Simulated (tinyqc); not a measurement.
Access strength from the read disturbance.

Inverse problem. Transistor (EKV form, voltages against the body): I = 2 n b Vt^2 [F(vp - Vs) - F(vp - Vd)] from drain to source, F(v) = ln^2(1 + exp(v/(2 Vt))), vp = (Vg - VT + sg |Vd - Vs|)/n. n-channel bodies are at 0; for the p-channel device all voltages are counted down from Vdd. b in uA/V^2 gives I in uA. In an SRAM read the low node Q obeys In(gate QB, drain Q) = Ip(gate QB, drain Q) + Ia, where the access transistor (threshold VTn) has its gate and drain at Vdd and its source at Q. Find Ia, ba and the cell ratio bn/ba.

Values chosen for this exercise:
- T = 350 K (temperature)
- Vdd = 0.5 V (supply voltage)
- n = 1.4 (slope factor)
- sg = 0.038 (drain-induced barrier lowering)
- VTn = 0.31 V (n-channel threshold)
- VTp = 0.4 V (p-channel threshold (magnitude))
- bn = 610 uA/V^2 (gain factor of the pull-down transistor)
- bp = 250 uA/V^2 (gain factor of the pull-up transistor)

Constants: q = 1.602176634e-19 C, kB = 1.380649e-23 J/K, Vt = kB T/q. Results are converted to the units shown.

Q and QB in the read (V): [0.054049230, 0.49959885]

Answer. The node equation gives Ia, which is proportional to ba.

Ia = 4.74 uA
ba = 610 uA/V^2
cell ratio = 1.00

Computed by the program tinyqc: `OMP_NUM_THREADS=1 python tinyqc.py 2340085 2340086 out.jsonl`, one thread of a shared Intel Xeon 2.30GHz, about 0.1 s for the whole run.
